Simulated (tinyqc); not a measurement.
# Gap voltage and exponent from three temperatures

Inverse problem. At constant current VBE(T) = Vg0 - a T - eta (kB T/q) ln T, where a is a constant. Find Vg0, eta and dVBE/dT at the middle temperature.

Constants: q = 1.602176634e-19 C, kB = 1.380649e-23 J/K. Results are converted to the units shown.

T (K): 233  300  330
VBE at a constant current (V): 0.8070926718  0.6812024505  0.6230812770

Solution. The relation is linear in Vg0, a and eta, so three points give a linear system; the slope is (VBE - Vg0 - eta kB T/q)/T. eta rests on the curvature of VBE(T) alone, so real fits need accuracy of some tens of microvolts or better.

Vg0 = 1.15 V
eta = 4.00
dVBE/dT = -1.92 mV/K

Program tinyqc, `OMP_NUM_THREADS=1 python tinyqc.py 2062148 2062149 out.jsonl`; Intel Xeon 2.30GHz, shared host, one thread, about 0.02 s.
